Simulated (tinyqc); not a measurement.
## Site energy and hopping from one surface Green function

Question. A semi-infinite chain with site energy e0 and hopping -t has g_s = 1/(E - e0 - t^2 g_s). Inside the band |g_s| = 1/t and Re g_s = (E - e0)/(2 t^2). Find t and e0.

g_s at E = -1.07 eV = -0.09945130-0.35676834i 1/eV

Solution. t = 1/|g_s|, and e0 = E - 2 t^2 Re g_s.

t = 2.70 eV
e0 = 0.380 eV

tinyqc, about 0.08 s, one thread, Intel Xeon 2.30GHz (shared host): `OMP_NUM_THREADS=1 python tinyqc.py 2680023 2680024 out.jsonl`
